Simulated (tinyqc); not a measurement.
# Changing the thickness d

Model: permeation of metal atoms or ions through a thin barrier or dielectric: time lag, field-aided drift and lifetime. Computed by tinyqc, a small Python program. Command: `OMP_NUM_THREADS=1 python tinyqc.py 3014989 3014990 out.jsonl barrier sweep`. One thread of a shared host (Intel(R) Xeon(R) Processor @ 2.30GHz), about 0.02 s of CPU time with the checks.

The film 0 < x < d is empty at first; C = C0 at x = 0 and C = 0 at x = d. dC/dt = D d2C/dx2.

Inputs (values chosen for the exercise, for a model case: neutral metal atoms through a barrier): prefactor D0 = 0.0095 cm^2/s; activation energy E = 1.38 eV; concentration at the source side C0 = 1.9e+17 1/cm^3; charge number z = 0; voltage V (positive drives ions across) = 0 V; critical dose Q_c = 1e+12 1/cm^2; test temperature T = 175 C; use temperature T_u = 100 C.

Constants: k_B = 8.617333262e-05 eV/K.

Method:
- D = D0 exp(-E/(k_B T)); time scale d^2/D; Peclet number P = z V/(k_B T), k_B T in eV; 1 nm = 1e-7 cm.
- Temperatures in kelvin are T(C) + 273.15.
- Steady flux J = (D C0/d) P/(1 - exp(-P)); time lag in units of d^2/D: s_L = [P (1 + exp(-P))/(1 - exp(-P)) - 2]/P^2 (P = 0: J = D C0/d, s_L = 1/6).
- Dose through the film Q(s) = C0 d {f (s - s_L) - 2 exp(P/2) sum_(n=1..200) (-1)^n n^2 pi^2 exp(-l_n s)/l_n^2}, l_n = n^2 pi^2 + P^2/4, f = P/(1 - exp(-P)) the relative flux.
- Solve Q = Q_c for s. At the use temperature D and P take T_u, with the same C0 and V; 1 year = 3.15576e7 s.

One run for each value:
```
thickness d (nm)  failure time at T (s)  time lag (s)  s at the critical dose  steady flux J (1/(cm^2 s))
0.64                          1.174e+05     2.375e+02                   82.40                   8.534e+06
0.98                          1.800e+05     5.568e+02                   53.87                   5.574e+06
1.50                          2.759e+05     1.304e+03                   35.25                   3.641e+06
2.30                          4.242e+05     3.067e+03                   23.05                   2.375e+06
3.50                          6.479e+05     7.102e+03                   15.20                   1.561e+06
5.40                          1.006e+06     1.691e+04                    9.91                   1.011e+06
8.20                          1.540e+06     3.898e+04                    6.59                   6.661e+05
13.00                         2.478e+06     9.798e+04                    4.22                   4.202e+05
19.00                         3.688e+06     2.093e+05                    2.94                   2.875e+05
```

What does the table show, and why?

Over the rows, failure time at T (s) rises from 117000 to 3.69e6 (exponent d ln y / d ln x about 1.0 throughout); time lag (s) rises from 237 to 209000 (exponent d ln y / d ln x about 2.0 throughout); s at the critical dose falls from 82.4 to 2.94 (exponent d ln y / d ln x about -0.98 throughout). The exponent of failure time at T stays between 1.00 and 1.05, near 1: steady flow: J scales as 1/d. The exponent of time lag stays at 2: the lag scales as d^2/D, with P independent of d.

Caution (rows 0.640, 0.980): a film of a few atomic layers is beyond a continuum description. Caution (all rows): grain boundaries, pinholes, trapping and space charge are left out; thin real barriers usually fail at defects.

Extremes, crossings and ranges named in words are read from the listed rows.
